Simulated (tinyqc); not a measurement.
Pressure series at fixed power: global model of a low-pressure process discharge: electron temperature, density, ion flux and ion energy. Computed by tinyqc, a small Python program. Command: `OMP_NUM_THREADS=1 python tinyqc.py 3110158 3110159 out.jsonl plasma walk`. One thread of a shared host (Intel(R) Xeon(R) Processor @ 2.30GHz), about 0.01 s of CPU time with the checks.

Maxwellian electrons with temperature T_e in eV, one positive ion, no negative ions, uniform bulk density n; rate constants have the Arrhenius form.

Inputs (values chosen for the exercise, of the order of those of an inductive discharge in a simple atomic gas):

| quantity | value | unit |
|---|---|---|
| ion mass M | 40 | u |
| ionisation prefactor K0 | 2.8e-14 | m^3/s |
| ionisation energy E_iz | 17.3 | eV |
| excitation prefactor X0 | 1e-14 | m^3/s |
| excitation energy E_ex | 9.01 | eV |
| elastic rate constant K_el | 5.2e-14 | m^3/s |
| ion-neutral cross section | 7.5e-19 | m^2 |
| gas temperature T_g | 500 | K |
| radius R | 8.8 | cm |
| height L | 9.3 | cm |
| absorbed power P | 120 | W |

Constants: k_B = 1.380649e-23 J/K; e = 1.602176634e-19 C; u = 1.6605390666e-27 kg; m_0 = 9.1093837015e-31 kg.

Method:
- n_g = p/(k_B T_g), lambda_i = 1/(n_g sigma), K_iz = K0 exp(-E_iz/T_e), h_L = 0.86/sqrt(3 + L/(2 lambda_i)), h_R = 0.8/sqrt(4 + R/lambda_i), A_eff = 2 pi R^2 h_L + 2 pi R L h_R and d_eff = pi R^2 L/A_eff follow p.
- Particle balance: K0 exp(-E_iz/T_e) n_g d_eff = u_B, u_B = sqrt(e T_e/M).
- E_c = E_iz + (X0 exp(-E_ex/T_e) E_ex + K_el (3 m_0/M) T_e)/K_iz; E_T = E_c + (5/2) T_e + (T_e/2) ln(M/(2 pi m_0)); n = P/(e u_B A_eff E_T); J = e h_L n u_B. Pressures without a root below 2 E_iz are left out.

Against pressure:

| p (Pa) | T_e (eV) | E_c (eV) | E_T (eV) | n (1/cm^3) | J (mA/cm^2) |
|---|---|---|---|---|---|
| 0.1 | 12.154 | 23.67 | 110.93 | 3.0542e+10 | 1.2170 |
| 0.2 | 7.008 | 27.81 | 78.12 | 6.1664e+10 | 1.7444 |
| 0.5 | 4.584 | 36.95 | 69.86 | 1.0176e+11 | 1.9834 |
| 1.0 | 3.614 | 49.23 | 75.18 | 1.3019e+11 | 1.8666 |
| 2.0 | 2.966 | 70.02 | 91.31 | 1.5245e+11 | 1.5521 |
| 5.0 | 2.386 | 121.38 | 138.51 | 1.6588e+11 | 1.0315 |
| 10.0 | 2.076 | 192.61 | 207.51 | 1.6390e+11 | 0.6907 |
| 20.0 | 1.836 | 313.29 | 326.47 | 1.5471e+11 | 0.4398 |

What does the comparison show, and why?

T_e falls from 12.15 to 1.84 eV, n changes by a factor 5.1 and J by 0.36; in J = P h_L/(A_eff E_T), E_T changes by a factor 2.94 and is least at 0.5 Pa, between wall losses at high T_e and excitation losses at low T_e.

Extremes, crossings and ranges named in words are read from the listed rows.
